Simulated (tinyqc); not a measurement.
CIS on RHF in the sto-6g basis, for H3+, spin multiplicity 1, step by step. One step of it, computed by the program tinyqc.

Question. CIS matrix, singlets. A(ia,jb) = (e_a - e_i) d_ij d_ab + 2 (ia|jb) - (ij|ab).

orbital energies (hartree): MO1 -1.089952, MO2 -0.093830, MO3 -0.093199

Two-electron integrals over orbitals (pq|rs), unique and non-zero (hartree):
```
(11|11) 0.572690    (21|11) -0.000078   (21|21) 0.144707    (22|11) 0.558255
(22|21) 0.081225    (22|22) 0.644776    (31|11) 0.000052    (31|21) 1.26e-08
(31|22) -0.054841   (31|31) 0.144714    (32|11) 2.11e-08    (32|21) -0.054887
(32|22) -0.000049   (32|31) -0.081192   (32|32) 0.077461    (33|11) 0.558367
(33|21) -0.081260   (33|22) 0.489798    (33|31) 0.054865    (33|32) 0.000049
(33|33) 0.644820
```

Give: CIS matrix A, singlet.

Answer.

CIS matrix A, singlet (hartree):
```
        1>2     1>3
1>2  0.7273  0.0000
1>3  0.0000  0.7278
```
